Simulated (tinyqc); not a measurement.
One-electron ion in a basis of Gaussians, step by step. One step of it, computed by the program tinyqc.

Task: Matrices over normalised Gaussians. With p = a_i + a_j and I(k) = Gamma((k+1)/2) / (2 p^((k+1)/2)): S = I(2l+2), T = (2l+3) a_i a_j S / p, V = -Z I(2l+1), each divided by sqrt(S_ii S_jj).

exponents of r^l exp(-a r^2) (1/bohr^2): 1.518000  5.799000  22.160000  84.700000

Z = 4

l = 0

Give: S; T; V.

Result:

S:
```
        1       2       3       4
1  1.0000  0.7303  0.3429  0.1349
2  0.7303  1.0000  0.7302  0.3428
3  0.3429  0.7302  1.0000  0.7302
4  0.1349  0.3428  0.7302  1.0000
```

T (hartree):
```
        1        2        3         4
1  2.2770   2.6359   1.4614    0.6035
2  2.6359   8.6985  10.0688    5.5811
3  1.4614  10.0688  33.2400   38.4744
4  0.6035   5.5811  38.4744  127.0500
```

V (hartree):
```
         1         2         3         4
1  -7.8644   -8.9165   -7.5309   -5.6536
2  -8.9165  -15.3712  -17.4273  -14.7178
3  -7.5309  -17.4273  -30.0480  -34.0671
4  -5.6536  -14.7178  -34.0671  -58.7451
```
